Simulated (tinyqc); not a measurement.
Quasi-harmonic thermal expansion with mode Grueneisen parameters: one step, computed by the program tinyqc. Command: `OMP_NUM_THREADS=1 python tinyqc.py 3022148 3022149 out.jsonl qha walk`. One thread of a shared host (Intel(R) Xeon(R) Processor @ 2.30GHz), about 0.03 s of CPU time with the checks.

A crystal with two atoms a cell; per atom there are 1 transverse acoustic (TA), 1/2 longitudinal acoustic (LA) and 3/2 optical (O) modes. Every frequency of group i scales as nu_i (V/V0)^(-gamma_i). Each group has one frequency. Static energy: E = (9 V0 B0/16) [y^3 B' + y^2 (2 - 4 y)], y = (V0/V)^(2/3) - 1, with pressure P_s = (3 B0/2) (z^7 - z^5) [1 + (3/4)(B' - 4)(z^2 - 1)], z = (V0/V)^(1/3).

Problem. Grueneisen's estimate. gamma_th = sum gamma_i C_i / sum C_i; volume expansion coefficient alpha_V = gamma_th C k_B/(B0 V0); linear coefficient alpha_V/3; first-order volume change P_ph/B0.

Inputs (values chosen for the exercise, modelled on diamond): static volume V0 = 5.67 angstrom^3/atom; static bulk modulus B0 = 453 GPa; temperature T = 300 K.

Acoustic groups: Einstein.

Groups:
```
group  h nu_i/(k_B T)  U_i (meV)   C_i (k_B)  gamma_i C_i (k_B)
TA           3.343473   46.38186   0.4242013          0.2078586
LA           4.879230   32.01764  0.09189223         0.09005439
O            5.951061   115.9874   0.1390052          0.1390052
```

phonon pressure at V0 = 4.806298 GPa

Constants: k_B = 8.617333262e-05 eV/K; 1 eV/angstrom^3 = 160.2176634 GPa.

Give: heat capacity C at V0; gamma_th at V0; linear expansion, Grueneisen estimate; first-order volume change.

Solution.

heat capacity C at V0 = 0.65510 k_B/atom

gamma_th at V0 = 0.66695

linear expansion, Grueneisen estimate = 0.78285 ppm/K

first-order volume change = 1.0610 %
